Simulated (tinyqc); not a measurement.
# Sheet resistance of a shallow doped layer with concentration-dependent mobility and limited activation, step by step

A worked calculation. Computed by tinyqc, a small Python program that keeps every step. Command: `OMP_NUM_THREADS=1 python tinyqc.py 3010413 3010414 out.jsonl irvin walk`. One thread of a shared host (Intel(R) Xeon(R) Processor @ 2.30GHz), about 0.01 s of CPU time with the checks. Intermediate numbers are printed to about 7 digits and carried at full precision; extremes and crossings named in words are read from the listed rows.

A layer of one dopant lies in a background of the opposite type. Current flows parallel to the surface down to the junction; depletion is ignored.

Inputs (values chosen for the exercise, modelled on antimony in silicon): surface concentration C_s = 1.3e+20 1/cm^3; length l = 14 nm; background C_B = 4.2e+17 1/cm^3; mobility floor mu_min = 61.6 cm^2/(V s); mobility mu_max = 1440 cm^2/(V s); reference density N_r = 9.66e+16 1/cm^3; exponent alpha = 0.688; prefactor of the active limit = 3.6e+21 1/cm^3; energy of the active limit = 0.568 eV; anneal temperature T = 1000 C.

Profile: erfc.

Constants: k_B = 8.617333262e-05 eV/K; e = 1.602176634e-19 C.

## Active limit and depths

C(x) = C_s erfc(x/l). Temperatures in kelvin are T(C) + 273.15. Active limit C_a = prefactor x exp(-energy/(k_B T)); the junction lies where C = C_B, and the profile exceeds C_a down to x_a (zero if C_s is below C_a). Slope at the junction in nm per decade = ln(10) C/|dC/dx|.

active limit C_a = 2.031741e+19 1/cm^3

junction depth x_j = 29.15285 nm

depth x_a = 14.03420 nm

abruptness at the junction = 7.052909 nm/decade

## Local values

Active density N = min(C, C_a); carriers n = N - C_B; mobility mu = mu_min + (mu_max - mu_min)/(1 + ((N + C_B)/N_r)^alpha). Conductivity e n mu. Depths are 0, 0.2, 0.4, 0.6, 0.8 and 0.95 of x_j.

Along the depth:
```
x (nm)      C (1/cm^3)    N (1/cm^3)  mu (cm^2/(V s))  conductivity (S/cm)
0.00000   1.300000e+20  2.031741e+19          95.0535             303.0227
5.83057   7.226401e+19  2.031741e+19          95.0535             303.0227
11.66114  3.104599e+19  2.031741e+19          95.0535             303.0227
17.49171  1.004120e+19  1.004120e+19         114.3966             176.3407
23.32228  2.402085e+18  2.402085e+18         184.7417              58.6675
27.69521  6.692095e+17  6.692095e+17         280.5664              11.2024
```

## Sheet resistance

Integrals from 0 to x_j, where C = C_B (Gauss-Legendre, 60 points on each smooth piece; 1 nm = 1e-7 cm): dose int C dx, carriers int n dx, mean mobility int n mu dx/int n dx, R_s = 1/(e int n mu dx).

chemical dose = 1.025632e+14 1/cm^2

sheet carrier density = 3.624671e+13 1/cm^2

mean mobility = 100.9021 cm^2/(V s)

sheet resistance R_s = 1706.558 ohm/square

carriers per dopant atom = 0.3534087

product R_s x_j = 49751.03 ohm nm

A box at the active limit as deep as x_j would give 1130 ohm/square, the least this anneal allows at that depth. Clipping at C_a leaves 65 % of the dose without carriers (compensation included).

## Raising the surface concentration at fixed length

The last column drops the active limit.

Layers:
```
C_s (1/cm^3)  x_j (nm)  dose (1/cm^2)  mean mu (cm^2/(V s))  R_s (ohm/square)  R_s if all active
3.00e+18      14.60959   2.185688e+12              201.6114          19692.38       1.969238e+04
1.00e+19      20.13082   7.745058e+12              141.6518           6386.25       6.386248e+03
3.00e+19      24.32567   2.356017e+13              108.8500           2787.26       2.620843e+03
1.00e+20      28.33964   7.886468e+13              101.5827           1815.89       9.668175e+02
2.00e+20      30.44800   1.578576e+14              100.0431           1561.23       5.276103e+02
5.00e+20      33.05705   3.948243e+14               98.8467           1341.22       2.287610e+02
1.00e+21      34.91737   7.897615e+14               98.2596           1223.24       1.190240e+02
2.00e+21      36.69419   1.579631e+15               97.8274           1130.72       6.112070e+01
```

R_s falls as C_s^-0.94 between the first rows and as C_s^-0.11 between the last. Below C_a = 2.0e19 the exponent is set by the mobility, which drops from 202 towards mu_min, and by compensation. Above C_a extra dose only widens the clipped region: in the last row R_s is 18.50 times the fully active value. Caution: in rows with more than about 2e20 active atoms per cm^3 measured mobilities fall further than this form.

Checks made by the program: sheet conductance against adaptive quadrature (relative difference below 1e-10).
